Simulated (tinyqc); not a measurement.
Inside a calculation. Model: competing polymorphs of an oxide film: bulk, surface, grain-boundary, dopant and field terms. Computed by tinyqc, a small Python program that keeps every step. Command: `OMP_NUM_THREADS=1 python tinyqc.py 3001065 3001066 out.jsonl polymorph walk`. One thread of a shared host (Intel(R) Xeon(R) Processor @ 2.30GHz), about 0.01 s of CPU time with the checks. Intermediate numbers are printed to about 7 digits and carried at full precision; extremes and crossings named in words are read from the listed rows.

Phases: monoclinic m (reference), polar orthorhombic o, tetragonal t. Free energies per formula unit (f.u.); 1 J/m^2 x angstrom^3/nm = 6.241509 meV.

Inputs (values chosen for the exercise, for a model oxide):
```
quantity,value,unit
energy of the polar phase o over m,49,meV/f.u.
energy of the tetragonal phase t over m,150,meV/f.u.
entropy of o over m,0.0073,meV/(f.u. K)
entropy of t over m,0.063,meV/(f.u. K)
surface energy of m,3.53,J/m^2
surface energy of o,3.2,J/m^2
surface energy of t,3.03,J/m^2
grain-boundary energy over surface energy,0.54,-
volume per formula unit Omega,34,angstrom^3
film thickness h,9.7,nm
grain radius R,8.6,nm
temperature T,1100,K
dopant content x,5.5,%
shift of o per % of dopant,-5.7,meV/f.u.
shift of t per % of dopant,-19,meV/f.u.
polarisation of o,49,microcoulomb/cm^2
field E,3.8,MV/cm
width sigma of ln R,0.34,-
interlayer thickness (SiO2),1.2,nm
```

Geometry: columnar grains in a film.

permittivities of m, o, t: [18, 24, 42]

## Bulk terms

Bulk term b = H - T S + (shift) x, zero for m. The undoped bulk turns from m to t at T = H_t/S_t.

b (meV/f.u.): m 0.00, o 9.62, t -23.80

bulk m-t temperature = 2380.952 K

## Free energies of the grain

Area per volume: A = 2/h + f_b/R (two free faces; the side wall 2/R is shared by two grains and carries f_b gamma); G = b + gamma Omega A.

area per volume A = 0.2689763 1/nm

G less G(m) (meV/f.u.): m 0.00000, o -9.21634, t -52.33990

G(o) - G(m) = -9.216336 meV/f.u.

G(t) - G(o) = -43.12357 meV/f.u.

The lowest phase is t, by 43.1 meV/f.u. over o, as in the bulk terms. Caution: this is an equilibrium ranking; real films often keep the phase that nucleates first on cooling from t.

## Crossing points

With G = b + gamma Omega A (b the bulk free energy per formula unit, A the area per volume), two phases i, j cross at A_ij = (b_j - b_i)/(Omega (gamma_i - gamma_j)); o has a window only if A_mo < A_ot.

A_mo = 0.1373702 1/nm

A_ot = -0.9263796 1/nm

A_mt = -0.2243047 1/nm

t is lowest at every size.

## Phase shares in a spread of grain sizes

Grain radii are log-normal by volume with median R and width sigma; the share with A above A* is that with radius below R*, R* = f_b/(A* - 2/h) (all grains if A* <= 2/h), share = (1/2) erfc[-ln(R*/R)/(sqrt 2 sigma)]. Effective permittivity of a layer of thickness h built of such grains, taken in parallel: sum of share x eps; EOT = interlayer + 3.9 h/eps.

volume shares: m 0, o 0, t 1

share of o = 0

effective permittivity = 42

equivalent oxide thickness = 2.100714 nm

One phase holds nearly all the volume.

## A field

The polar phase gains -P E Omega (1 microcoulomb/cm^2 x MV/cm x angstrom^3 = 0.006241509 meV); the dielectric term -(1/2) eps_0 (eps - 1) E^2 Omega is left out. Where t lies below o, o is reached at E_up = [G(o) - G(t)]/(P Omega), else 0.

gain P E Omega = 39.51375 meV/f.u.

G(t) - G(o) in the field = -3.609821 meV/f.u.

crossing field E_up = 4.147153 MV/cm

The field is too weak to reach o.

## Thickness series

Bulk term b = H - T S + (shift) x, zero for m. The median radius is held at R.

Against thickness:
```
h (nm),A at R (1/nm),share m,share o,share t,eps,EOT (nm)
3,0.7294574,0,0,1,42,1.478571
4,0.5627907,0,0,1,42,1.571429
6,0.3961240,0,0,1,42,1.757143
8,0.3127907,0,0,1,42,1.942857
11,0.2446089,0,0,1,42,2.221429
15,0.1961240,0,0,1,42,2.592857
22,0.1536998,0,0,1,42,3.242857
35,0.1199336,0,0,1,42,4.450000
```

From 3 to 35 nm the share of t stays at 1.00 and that of m by less than the digits shown, at 0.00; o stays under 2 %. A at the median radius runs from 0.729 down to 0.120 1/nm, against the crossings A_mo = 0.137, A_ot = -0.926 and A_mt = -0.224; the majority phase is t in the thinnest film and t in the thickest.

## Dopant series

The formulas are those given above.

Against dopant content:
```
x (%),A_mo (1/nm),A_ot (1/nm),share m,share o,share t
0.0,0.5850372,1.101289,0.9999999,6.241179e-08,0.000000
1.0,0.5036432,0.732622,0.9999976,2.382072e-06,0.000000
2.0,0.4222492,0.363955,0.9995983,0,0.000402
3.0,0.3408552,-0.004712,0.0000688,0,0.999931
4.0,0.2594612,-0.373379,0.0000000,0,1.000000
5.0,0.1780672,-0.742046,0.0000000,0,1.000000
6.5,0.0559762,-1.295047,0.0000000,0,1.000000
8.0,-0.0661148,-1.848047,0.0000000,0,1.000000
10.0,-0.2289028,-2.585381,0.0000000,0,1.000000
```

The dopant lowers t by 19 and o by 5.7 meV per %, so A_ot falls faster than A_mo. The share of o stays under 2 % at every content listed. t holds the majority from x = 3 % on.

Checks made by the program: equal free energies at A_mt (relative difference below 1e-10).
